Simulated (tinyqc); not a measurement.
Probe couplings from its potential.

Problem. One voltage probe p sits between leads L (mu = 1) and R (mu = 0) without magnetic field: mu_p = T_pL/(T_pL + T_pR), T_eff = T_RL + T_pL T_pR/(T_pL + T_pR). Find T_pL and T_pR.

T_RL = 0.08
mu_p = 0.56521739
T_eff = 0.19304348

Solution. T_eff - T_RL equals T_pL (1 - mu_p) and also T_pR mu_p.

T_pL = 0.2600
T_pR = 0.2000

tinyqc, about 0.01 s, one thread, Intel Xeon 2.30GHz (shared host): `OMP_NUM_THREADS=1 python tinyqc.py 2700010 2700011 out.jsonl`
